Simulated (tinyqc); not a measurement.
Speciation in dilute and buffered hydrofluoric acid, oxide etch rate and bath loading: one step, computed by the program tinyqc. Command: `OMP_NUM_THREADS=1 python tinyqc.py 3120061 3120062 out.jsonl hfetch walk`. One thread of a shared host (Intel(R) Xeon(R) Processor @ 2.30GHz), about 0.01 s of CPU time with the checks.

Concentrations stand for activities, NH4+ and Cl- are spectators, and water ionisation is neglected. H, F and HF2 denote the ions H+, F- and HF2-. The base temperature is 298 K.

Task: One trial. Fluoride balance: [HF] + [F] + 2 [HF2] + 2 [H2F2] = HF added + NH4F added. Acid balance: [H] + [HF] + [HF2] + 2 [H2F2] = HF added + HCl added. For a trial [H], [HF] = [H][F]/K1, and the fluoride balance is a quadratic in [F]. Take pH = 3. The residual is the left side of the acid balance less the right.

Inputs (values chosen for the exercise, of the order of those for thermal oxide at room temperature):
```
quantity                 value   unit
HF added                   0.4  mol/L
NH4F added                0.27  mol/L
HCl added                    0  mol/L
K1 = [H][F]/[HF]      0.000712  mol/L
K2 = [HF2]/([HF][F])      4.46  L/mol
K3 = [H2F2]/[HF]^2        2.77  L/mol
```

Give: [F]; [HF]; [HF2]; [H2F2]; residual.

Result:

[F] = 0.1254 mol/L

[HF] = 0.1761 mol/L

[HF2] = 0.09843 mol/L

[H2F2] = 0.08586 mol/L

residual = 0.04721 mol/L

The residual is positive: the trial holds too much acid, so the pH lies above 3.
